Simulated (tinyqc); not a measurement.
From results back to parameters: averaged masses of warped heavy- and light-hole bands. Three cases, with inputs chosen for the exercise.

Problem. For B along [111] the central orbits have s = 1/4 all round, so the cyclotron masses are 1/(g1 -/+ sqrt(g2^2 + 3 g3^2)). They are given with the heavy-hole mass along [100], 1/(g1 - 2 g2); g2 and g3 are positive.

Find: g1; sqrt(g2^2 + 3 g3^2); g2; g3.

Method. The mean of the two inverse cyclotron masses is g1 and half their difference is the root; g2 = (g1 - 1/m[100])/2, and g3 follows.

Case 1.

heavy and light cyclotron mass for B along [111]; heavy mass along [100] (m0): 0.5696005  0.1465334  0.2770083

Solution.

g1 = 4.29
sqrt(g2^2 + 3 g3^2) = 2.534
g2 = 0.34
g3 = 1.45

Case 2.

heavy and light cyclotron mass for B along [111]; heavy mass along [100] (m0): 0.5761642  0.1469641  0.2785515

Solution.

g1 = 4.27
sqrt(g2^2 + 3 g3^2) = 2.534
g2 = 0.34
g3 = 1.45

Case 3.

heavy and light cyclotron mass for B along [111]; heavy mass along [100] (m0): 0.5524312  0.1600046  0.3278689

Solution.

g1 = 4.03
sqrt(g2^2 + 3 g3^2) = 2.220
g2 = 0.49
g3 = 1.25

Computed by tinyqc, one run a case: `OMP_NUM_THREADS=1 python tinyqc.py N N+1 out.jsonl` with N = 1050598, 1050602, 1050603; one thread of a shared Intel(R) Xeon(R) Processor @ 2.30GHz, about 0.03 s a run at most.
